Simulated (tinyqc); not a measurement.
Sublattice potential against complex hopping: Haldane model. Computed by the program tinyqc. H_AA = delta - 2 t2 sum cos(k.b + phi), H_BB = -delta - 2 t2 sum cos(k.b - phi), H_AB = -t1 (1 + exp(-i k.a1) + exp(-i k.a2)), b = a1, a2 - a1, -a2, m = 3 sqrt3 t2 sin(phi); the sign of the Chern number follows the orientation k1 then k2.

Honeycomb lattice:

| parameter | value |
|---|---|
| t1 (eV) | 1.370000 |
| t2 (eV) | 0.260000 |
| phi (rad) | -1.850000 |

Gaps at the two valleys (eV) and Chern number of the lower band (12 x 12 mesh):

| delta | gap 2\|delta - m\| | gap 2\|delta + m\| | Chern number |
|---|---|---|---|
| -2.338 | 2.079 | 7.273 | 0 |
| -1.688 | 0.779 | 5.973 | 0 |
| -0.779 | 1.039 | 4.155 | 1 |
| 0.000 | 2.597 | 2.597 | 1 |
| 0.519 | 3.635 | 1.559 | 1 |
| 0.974 | 4.545 | 0.649 | 1 |
| 1.623 | 5.843 | 0.649 | 0 |
| 2.597 | 7.791 | 2.597 | 0 |

What does the comparison show, and why?

Here |m| = 1.2987 eV. For |delta| < |m| the two valleys have masses of opposite sign and the Chern number is +/-1; one gap closes at |delta| = |m|, and beyond it the band is trivial.
